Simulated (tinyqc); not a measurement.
Harmonic transition-state theory with quantum, tunnelling and friction corrections: one step, computed by the program tinyqc.

One atom hops between equivalent sites; three modes at the minimum and two real modes at the saddle are treated as harmonic, the rest of the crystal as unchanged; melting is ignored, so hot rows may lie above the melting point.

Problem. Tunnelling factors. With u = h nu_b/(k_B T): Wigner factor 1 + u^2/24; parabolic barrier (Bell) (u/2)/sin(u/2), valid above T_c = h nu_b/(2 pi k_B); symmetric Eckart barrier: kappa = int_0^infinity P(E) exp(-(E - E_b)/(k_B T)) dE/(k_B T), P = (cosh 2a - 1)/(cosh 2a + cosh 2d), a = alpha sqrt(E/E_b), alpha = 2 pi E_b/(h nu_b), 2d = 2 sqrt(alpha^2 - pi^2/4).

Inputs (values chosen for the exercise, modelled on a vacancy in copper): barrier E_b = 0.689 eV; imaginary frequency at the saddle nu_b = 3.66 THz; temperature T = 407 K.

Lattice of sites: three-dimensional.

Constants: h x 1 THz = 4.135667696 meV; k_B = 8.617333262e-05 eV/K.

Give: u; crossover temperature T_c; Wigner factor; Bell factor; Eckart factor.

Solution.

u = 0.43158

crossover temperature T_c = 27.956 K

Wigner factor = 1.0078

Bell factor = 1.0078

Eckart factor = 1.0082

T/T_c = 14.56: tunnelling is a small correction.
